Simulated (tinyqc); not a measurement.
From results back to parameters: direct gap of a germanium-like layer under biaxial tension. Two cases, with inputs chosen for the exercise.

Problem. A (001) layer under biaxial tension e_par has ezz = -2 (C12/C11) e_par, Ec = Eg + ac tr(e), E(HH) = -P - Q and E(LH) = -P + (Q - Dso + sqrt(Dso^2 + 2 Dso Q + 9 Q^2))/2 with P = -av tr(e), Q = -b (e_par - ezz). The transition from the light-hole edge is given.

Case 1.

Values chosen (near those of Ge, gaps at low temperature; the results hold for these values, not for the real material): Eg = 0.91 eV (gap at Gamma to the s-like level); Dso = 0.294 eV (spin-orbit splitting); ac = -8.2 eV (conduction deformation potential); av = 1.25 eV (valence hydrostatic potential); b = -2.52 eV (tetragonal shear potential); C11 = 128.1 GPa; C12 = 47.8 GPa.

Ec - E(LH) = 0.647281 eV

Case 2.

Values chosen (near those of Ge, gaps at low temperature; the results hold for these values, not for the real material): Eg = 0.901 eV (gap at Gamma to the s-like level); Dso = 0.291 eV (spin-orbit splitting); ac = -8.35 eV (conduction deformation potential); av = 1.24 eV (valence hydrostatic potential); b = -2.57 eV (tetragonal shear potential); C11 = 126.6 GPa; C12 = 49.2 GPa.

Ec - E(LH) = 0.748131 eV

Find: e_par; Ec - E(HH).

Solution. Ec - E(LH) falls steadily with tension, so bisection between 0 and 4 % gives the only root; then Ec - E(HH) = Eg + (ac - av) tr(e) + Q.

Case 1.

e_par = 1.480 %
Ec - E(HH) = 0.7998 eV

Case 2.

e_par = 0.880 %
Ec - E(HH) = 0.8380 eV

Computed by tinyqc, one run a case: `OMP_NUM_THREADS=1 python tinyqc.py N N+1 out.jsonl` with N = 1051002, 1051020; one thread of a shared Intel(R) Xeon(R) Processor @ 2.30GHz, about 0.01 s a run at most.
